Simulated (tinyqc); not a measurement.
Worked calculation: MP2 on RHF in the sto-3g basis, frozen core, for BeH2, spin multiplicity 1. One step of it, computed by the program tinyqc.

Task: Second-order Moller-Plesset energy. E2 = sum_ijab (ia|jb) [2 (ia|jb) - (ib|ja)] / (e_i + e_j - e_a - e_b) over occupied i, j and virtual a, b; the opposite-spin part is (ia|jb)^2 / denominator, the rest is same-spin, and SCS-MP2 scales them by 6/5 and 1/3.

orbital energies (hartree): MO1 -4.517617, MO2 -0.468598, MO3 -0.433771, MO4 0.208148, MO5 0.210061, MO6 0.496052, MO7 1.022551

Two-electron integrals over orbitals (pq|rs), unique and non-zero (hartree); the lowest 1 orbital is frozen and left out:
```
(22|22) 0.406745    (32|22) 0.010198    (32|32) 0.164869    (33|22) 0.418806
(33|32) -0.008531   (33|33) 0.442721    (42|22) 0.007093    (42|32) 0.000144
(42|33) 0.006309    (42|42) 0.050045    (43|22) 0.000175    (43|32) 0.006241
(43|33) -0.000529   (43|42) -0.000924   (43|43) 0.015700    (44|22) 0.373048
(44|32) 0.000094    (44|33) 0.361974    (44|42) -0.013804   (44|43) 0.000441
(44|44) 0.451389    (52|52) 0.050162    (53|52) -0.000934   (53|53) 0.015315
(54|52) -0.005154   (54|53) 0.000150    (54|54) 0.024743    (55|22) 0.373976
(55|32) 0.000085    (55|33) 0.362325    (55|42) -0.003687   (55|43) 0.000147
(55|44) 0.401158    (55|55) 0.449859    (62|22) -0.027503   (62|32) -0.003069
(62|33) -0.049846   (62|42) -0.001161   (62|43) -0.000041   (62|44) 0.045812
(62|55) 0.047350    (62|62) 0.076321    (63|22) -0.004950   (63|32) -0.095520
(63|33) 0.006782    (63|42) -0.000028   (63|43) -0.005097   (63|44) -0.002084
(63|55) -0.002132   (63|62) -0.000782   (63|63) 0.082869    (64|22) 0.002959
(64|32) 0.000038    (64|33) -0.000827   (64|42) 0.045408    (64|43) -0.001382
(64|44) -0.004269   (64|55) 0.002800    (64|62) 0.010978    (64|63) -0.000435
(64|64) 0.048910    (65|52) 0.047312    (65|53) -0.001443   (65|54) -0.003693
(65|65) 0.050685    (66|22) 0.403933    (66|32) -0.001359   (66|33) 0.414414
(66|42) 0.015235    (66|43) -0.000523   (66|44) 0.368899    (66|55) 0.371384
(66|62) -0.035978   (66|63) 0.002262    (66|64) 0.009879    (66|66) 0.419991
(72|22) -0.003442   (72|32) -0.046099   (72|33) 0.001239    (72|42) -0.000479
(72|43) -0.006586   (72|44) 0.001534    (72|55) 0.001533    (72|62) 0.003847
(72|63) 0.060647    (72|64) 0.000118    (72|66) -0.000624   (72|72) 0.056535
(73|22) -0.008836   (73|32) 0.000041    (73|33) -0.023434   (73|42) -0.009730
(73|43) 0.000451    (73|44) 0.055513    (73|55) 0.055253    (73|62) 0.070703
(73|63) -0.003789   (73|64) 0.003147    (73|66) -0.029606   (73|72) 0.001459
(73|73) 0.081157    (74|22) -0.000943   (74|32) -0.016593   (74|33) 0.000948
(74|42) 0.000742    (74|43) 0.013302    (74|44) -0.000066   (74|55) -4.56e-06
(74|62) 0.000327    (74|63) 0.009566    (74|64) 0.000238    (74|66) 0.000260
(74|72) 0.002273    (74|73) 0.000041    (74|74) 0.018272    (75|52) 0.000770
(75|53) 0.013819    (75|54) -0.000032   (75|65) 0.000267    (75|75) 0.016331
(76|22) 0.008164    (76|32) 0.142025    (76|33) -0.008257   (76|42) 0.000287
(76|43) 0.007231    (76|44) 0.000066    (76|55) 0.000093    (76|62) -0.002353
(76|63) -0.096114   (76|64) 0.000212    (76|66) -0.001843   (76|72) -0.058267
(76|73) 0.000683    (76|74) -0.014265   (76|76) 0.139955    (77|22) 0.435882
(77|32) 0.002607    (77|33) 0.454936    (77|42) 0.001128    (77|43) 0.000094
(77|44) 0.395211    (77|55) 0.394451    (77|62) -0.042493   (77|63) -0.000360
(77|64) -0.004654   (77|66) 0.442108    (77|72) -0.002130   (77|73) -0.016197
(77|74) -0.000195   (77|76) 0.001588    (77|77) 0.497901
```

Hartree-Fock energy = -15.56030815 hartree

Give: Terms; Pair energies; MP2 correlation energy; SCS-MP2 correlation energy; MP2 total energy.

Result:

Terms:
```
i  j  a  b    (ia|jb)    (ib|ja)  denominator       term
3  3  6  6     0.0829     0.0829      -1.8596    -0.0037
2  2  6  6     0.0763     0.0763      -1.9293    -0.0030
2  3  6  7     0.0707     0.0606      -2.4210    -0.0024
3  2  7  6     0.0707     0.0606      -2.4210    -0.0024
3  3  7  7     0.0812     0.0812      -2.9126    -0.0023
2  2  5  5     0.0502     0.0502      -1.3573    -0.0019
2  2  4  4     0.0500     0.0500      -1.3535    -0.0019
3  2  6  7     0.0606     0.0707      -2.4210    -0.0013
2  3  7  6     0.0606     0.0707      -2.4210    -0.0013
2  2  7  7     0.0565     0.0565      -2.9823    -0.0011
3  3  4  4     0.0157     0.0157      -1.2838  -1.92e-04
3  3  5  5     0.0153     0.0153      -1.2877  -1.82e-04
2  3  4  7    -0.0097    -0.0066      -2.1331  -5.87e-05
3  2  7  4    -0.0097    -0.0066      -2.1331  -5.87e-05
3  3  4  6    -0.0051    -0.0051      -1.5717  -1.65e-05
3  3  6  4    -0.0051    -0.0051      -1.5717  -1.65e-05
3  2  4  7    -0.0066    -0.0097      -2.1331  -1.06e-05
2  3  7  4    -0.0066    -0.0097      -2.1331  -1.06e-05
2  2  7  6     0.0038     0.0038      -2.4558  -6.03e-06
2  2  6  7     0.0038     0.0038      -2.4558  -6.03e-06
3  3  6  7    -0.0038    -0.0038      -2.3861  -6.02e-06
3  3  7  6    -0.0038    -0.0038      -2.3861  -6.02e-06
2  2  6  4    -0.0012    -0.0012      -1.6414  -8.21e-07
2  2  4  6    -0.0012    -0.0012      -1.6414  -8.21e-07
3  2  7  7     0.0015     0.0015      -2.9475  -7.22e-07
2  3  7  7     0.0015     0.0015      -2.9475  -7.22e-07
2  3  5  5    -0.0009    -0.0009      -1.3225  -6.60e-07
3  2  5  5    -0.0009    -0.0009      -1.3225  -6.60e-07
3  2  4  4    -0.0009    -0.0009      -1.3187  -6.48e-07
2  3  4  4    -0.0009    -0.0009      -1.3187  -6.48e-07
3  2  6  6    -0.0008    -0.0008      -1.8945  -3.23e-07
2  3  6  6    -0.0008    -0.0008      -1.8945  -3.23e-07
2  2  7  4  -4.79e-04  -4.79e-04      -2.1679  -1.06e-07
2  2  4  7  -4.79e-04  -4.79e-04      -2.1679  -1.06e-07
3  3  4  7   4.51e-04   4.51e-04      -2.0982  -9.69e-08
3  3  7  4   4.51e-04   4.51e-04      -2.0982  -9.69e-08
2  3  6  4  -4.05e-05  -2.79e-05      -1.6066  -1.34e-09
3  2  4  6  -4.05e-05  -2.79e-05      -1.6066  -1.34e-09
3  2  6  4  -2.79e-05  -4.05e-05      -1.6066  -2.66e-10
2  3  4  6  -2.79e-05  -4.05e-05      -1.6066  -2.66e-10
```

Pair energies (hartree; pair i-j sums ij and ji):
```
pair  opposite spin  same spin
2-2         -0.0078          0
3-2         -0.0073  -9.28e-05
3-3         -0.0064          0
```

MP2 correlation energy = -0.021578 hartree

SCS-MP2 correlation energy = -0.025813 hartree

MP2 total energy = -15.581886 hartree
